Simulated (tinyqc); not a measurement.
Born-von Karman spring model of a cubic crystal with one atom per cell: one step, computed by the program tinyqc.

First neighbours lie at a/2 (1,1,1) (8 of them), second at a (1,0,0) (6), with all permutations and signs; the volume per atom is Omega = a^3/2. Two shells of springs match a real metal only roughly, above all at the zone boundary.

Problem. Frequencies and polarisations. Diagonalise D. An eigenvalue lambda of D in eV/(angstrom^2 u) gives nu = 15.6333042 THz x sqrt(lambda). Eigenvectors are columns, with the largest component positive; the longitudinal weight is (e.q)^2/q^2.

Inputs (values chosen for the exercise, modelled on molybdenum).

Lattice: bcc.

wave vector q (2 pi/a): [0.68, 0.23, 0.14]

D(q) (eV/(angstrom^2 u)):
```
,x,y,z
x,0.2472449,0.0550418,0.0293786
y,0.0550418,0.2037073,-0.0164371
z,0.0293786,-0.0164371,0.1632524
```

Constants: nu for 1 eV/(angstrom^2 u) = 15.6333042 THz.

Give: eigenvalues; frequencies; polarisation vectors; longitudinal weights.

Solution.

eigenvalues (eV/(angstrom^2 u)): [0.1338, 0.1938, 0.2866]

frequencies (THz): [5.719, 6.881, 8.370]

polarisation vectors:
```
,mode 1,mode 2,mode 3
x,-0.4417,0.3210,0.8378
y,0.5198,-0.6695,0.5306
z,0.7312,0.6699,0.1288
```

longitudinal weights: [0.0115, 0.0467, 0.9418]

Mode 3 is the most longitudinal, with weight 0.94.
